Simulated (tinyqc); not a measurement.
Inside a calculation. Model: long-channel MOSFET, surface-potential model.

Numbers from tinyqc (`OMP_NUM_THREADS=1 python tinyqc.py 2360025 2360026 out.jsonl`; about 0.05 s on one thread of a shared Intel Xeon 2.30GHz). Printed values are rounded.

n-channel transistor on a uniformly doped p-type body, gradual-channel approximation, constant mobility, Boltzmann statistics, full ionisation. Potentials are counted from the neutral body; V is the electron quasi-Fermi potential, Vsb at the source and Vsb + Vds at the drain. Charges are magnitudes per area.

Inputs (values chosen for the exercise); material values close to those of silicon: temperature T = 300 K; band gap Eg = 1.1 eV; relative permittivity of the semiconductor eps_r = 11.6; conduction-band density of states at T Nc = 2.74e19 cm^-3; valence-band density of states at T Nv = 2.65e19 cm^-3; acceptor density of the body Na = 3.9e16 cm^-3; relative permittivity of the gate insulator eox = 3.72; insulator thickness tox = 4.5 nm; flat-band voltage Vfb = -0.47 V; channel mobility mu = 300 cm^2/(V s); gate width W = 1 um; gate length L = 10 um; source-body reverse bias Vsb = 0 V; gate-source voltage Vgs = 0.81 V; drain-source voltage Vds = 0.2 V.

Constants: q = 1.602176634e-19 C, kB = 1.380649e-23 J/K, Vt = kB T/q, eps0 = 8.8541878128e-14 F/cm where lengths are in cm. Results are converted to the units shown.

## Body potential, insulator capacitance and body factor

ni = sqrt(Nc Nv) exp(-Eg/(2 Vt)), Eg in volts; phiF = Vt ln(Na/ni); Cox = eps0 eox/tox; gamma = sqrt(2 q eps0 eps_r Na)/Cox. VT = Vfb + 2 phiF + gamma sqrt(2 phiF + Vsb), m = 1 + gamma/(2 sqrt(2 phiF + Vsb)).

ni = 1.55205e10 cm^-3
phiF = 0.380979 V
Cox = 0.731946 uF/cm^2
gamma = 0.154784 V^0.5
VT = 0.427069 V
m = 1.08866

## Iteration 1: surface potential at the source by Newton steps

psi at the start (the smaller of 2 phiF + Vsb + 4 Vt and the root without inversion charge) = 0.865365 V

With V = Vsb: G = psi - Vt + Vt e, e = exp((psi - 2 phiF - Vsb)/Vt); f = Vgs + Vsb - Vfb - psi - gamma sqrt(G); f' = -1 - gamma (1 + e)/(2 sqrt(G)); psi(new) = psi - f/f'.

G = 2.25097 V
f = 0.182409 V
f' = -3.86792
psi after iteration 1 = 0.912524 V

## Iteration 2: surface potential at the source by Newton steps

As before.

G = 9.63468 V
f = -0.112971 V
f' = -9.46203
psi after iteration 2 = 0.900585 V

## Course of the iteration: surface potential at the source by Newton steps

Stop when psi changes by less than 1e-10 V, or after 40 iterations.

Course of the iteration:
```
iteration   psi (V)  |change| (V)
1          0.912524        0.0472
2          0.900585        0.0119
3          0.899029       1.56e-3
4          0.899005       2.33e-5
5          0.899005       5.12e-9
6          0.899005       < 1e-14
```

Converged in 6 iterations. At the end the number of correct digits about doubles with each step.

## Charges and current of the charge-sheet model

psi_0 = 0.899005 V
psi_L = 1.05739 V

psi_0 and psi_L solve Vgs + Vsb - Vfb - psi = gamma sqrt(G) at V = Vsb and Vsb + Vds. Qi = Cox gamma [sqrt(G) - sqrt(psi - Vt)], G = psi - Vt + Vt exp((psi - 2 phiF - V)/Vt), at both ends. With U = Vgs + Vsb - Vfb: drift = mu (W/L) Cox [U (psi_L - psi_0) - (psi_L^2 - psi_0^2)/2 - (2/3) gamma ((psi_L - Vt)^1.5 - (psi_0 - Vt)^1.5)]; diffusion = mu (W/L) Vt (Qi0 - QiL).

Qi0 = 173.003 nC/cm^2
QiL = 47.8712 nC/cm^2
drift current = 0.524446 uA
diffusion current = 0.0970471 uA
drain current = 0.621494 uA

Drift carries 84.4 % of the current.

## Inversion charge along the channel

V, point 0 to 10 (V): [0, 0.02, 0.04, 0.06, 0.08, 0.1, 0.12, 0.14, 0.16, 0.18, 0.2]

The surface potential psi at channel potential V solves Vgs + Vsb - Vfb - psi = gamma sqrt(G), G = psi - Vt + Vt exp((psi - 2 phiF - V)/Vt). Charge sheet: Qi = Cox gamma [sqrt(G) - sqrt(psi - Vt)]. Pao-Sah: Qi = (Cox gamma/2) integral from 3 Vt to psi of exp((u - 2 phiF - V)/Vt)/sqrt(G(u, V)) du.

```
point  psi (V)  Qi, charge sheet (nC/cm^2)  Qi, Pao-Sah (nC/cm^2)
0      0.89901                     173.003                174.981
1      0.91611                     159.449                161.274
2      0.93304                     146.046                147.720
3      0.94977                     132.812                134.337
4      0.96627                     119.770                121.150
5      0.98249                     106.949                108.186
6      0.99840                     94.3855                95.4811
7      1.01394                     82.1252                83.0831
8      1.02902                     70.2286                71.0521
9      1.04355                     58.7753                59.4685
10     1.05739                     47.8712                48.4392
```

At the source the charge-sheet charge is 1.1 % below the Pao-Sah one.

## Pao-Sah current by Simpson's rule

I = mu (W/L) integral of Qi dV; Simpson's rule on the 11 points, step Vds/10, weights 1, 4, 2, ..., 4, 1 times step/3.

Pao-Sah current = 0.655924 uA

Gauss-Legendre quadrature on many points gives 0.6559 uA, so this value is within 0.01 % of it; the charge-sheet current, 0.6215 uA, is 5.2 % below it.
